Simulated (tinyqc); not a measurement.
Input admittance of a MOSFET at zero drain bias: distributed channel and distributed gate: two steps of the calculation.

Source and drain grounded, strong inversion, w = 2 pi f, Cox = eps0 eox/tox. The channel is an RC line of resistance 1/(mu Cox Vo) per square fed from both ends, so one finger has the intrinsic admittance y = i w Cox L tanh(g)/g per width, g = (1/2) sqrt(i w tau), tau = L^2/(mu Vo). The vertical resistance rv/L is in series with y, the overlaps 2 i w Cov in parallel: y_t = 1/(1/y + rv/L) + 2 i w Cov. The gate strip is a line of Rsh/L per length loaded by y_t, so a finger has Y = y_t Wf tanh(k)/k, k = (Wf/sd) sqrt(y_t Rsh/L); the device has Nf Y.

Values chosen for this exercise; values of the order met in silicon radio-frequency transistors: relative permittivity of the gate insulator (close to zirconium oxide) eox = 24.7; insulator thickness tox = 8.7 nm; channel length L = 1 um; finger width Wf = 0.66 um; number of fingers Nf = 16; channel mobility mu = 140 cm^2/(V s); gate overdrive Vo = 0.54 V; sheet resistance of the gate Rsh = 3.8 ohm/square; vertical resistivity of the gate stack rv = 0 ohm um^2; number of ends at which a finger is contacted sd = 1; overlap and fringe capacitance on each side Cov = 0.25 fF/um; frequency f = 0.55 GHz.

Constants: eps0 = 8.8541878128e-14 F/cm where lengths are in cm. Results are converted to the units shown.

Task 1. Low-frequency resistances and capacitance. Low-frequency limits, with c = Cox L and ct = c + 2 Cov: R_strip = Rsh Wf/(3 sd^2 L Nf), R_ch = (c/ct)^2 L/(12 mu Cox Vo Wf Nf), R_vert = (c/ct)^2 rv/(L Wf Nf), C = ct Wf Nf.

Give: parts; sum; C; 1/(2 pi R C).

Result 1.

parts (ohm): strip 0.05225, channel 39.92, vertical 0
sum = 39.97 ohm
C = 270.7 fF
1/(2 pi R C) = 14.71 GHz

The channel term is the largest, 99.9 % of the sum.

Task 2. Admittance of the channel and stack per width. tau, g, c = Cox L, y and y_t as defined.

Wanted: tau; g; c; y; y_t.

Result 2.

tau = 132.3 ps
g = 0.2390+0.2390i
c = 25.14 fF/um
y = 3.30+86.72i uS/um
y_t = 3.30+88.45i uS/um

w tau = 0.457, and Im y is 0.998 of w c.

Program tinyqc, `OMP_NUM_THREADS=1 python tinyqc.py 2262004 2262005 out.jsonl`; Intel Xeon 2.30GHz, shared host, one thread, about 0.01 s.
